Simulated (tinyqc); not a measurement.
# Thickness from two neighbouring fringes

Question. At normal incidence a transparent film with an index between those of air and substrate, taken as constant, has reflectance minima at 2 n1 d = (m + 1/2) lam (small phase shifts at the substrate neglected). Find d and the order m of the shorter wavelength.

Parameters, values chosen for the exercise:
```
symbol  value  unit                        meaning
n1      2.053        index of the transparent film
```

wavelengths of two neighbouring reflectance minima (nm): 464  535.38462

Answer. Neighbouring orders differ by one: 2 n1 d (1/lam1 - 1/lam2) = 1.

d = 847.5 nm
m = 7

tinyqc, about 0.01 s, one thread, Intel Xeon 2.30GHz (shared host): `OMP_NUM_THREADS=1 python tinyqc.py 2870133 2870134 out.jsonl`
